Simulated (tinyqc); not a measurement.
Jacobi rotations on a symmetric matrix, step by step. One step of it, computed by the program tinyqc.

Task: Jacobi rotation 3. Take the largest off-diagonal element A_pq; tan 2 theta = 2 A_pq / (A_qq - A_pp) with |theta| <= pi/4; A' = J^T A J with J_pp = J_qq = cos, J_pq = sin, J_qp = -sin.

A', lower triangle:
```
           1          2          3          4         5
1   0.034639
2  -0.547086   0.330000
3  -0.256947   0.282000   4.307000
4  -0.334146  -0.088059  -0.337446   3.989582
5   0.000000   0.387552   0.354390  -0.035562  5.602779
```

Give: p, q, theta; A'.

Result:

p, q, theta (rad): 1.000  2.000  -0.654

A', lower triangle:
```
        1      2       3       4      5
1  -0.384
2   0.000  0.749
3  -0.033  0.380   4.307
4  -0.319  0.133  -0.337   3.990
5   0.236  0.308   0.354  -0.036  5.603
```
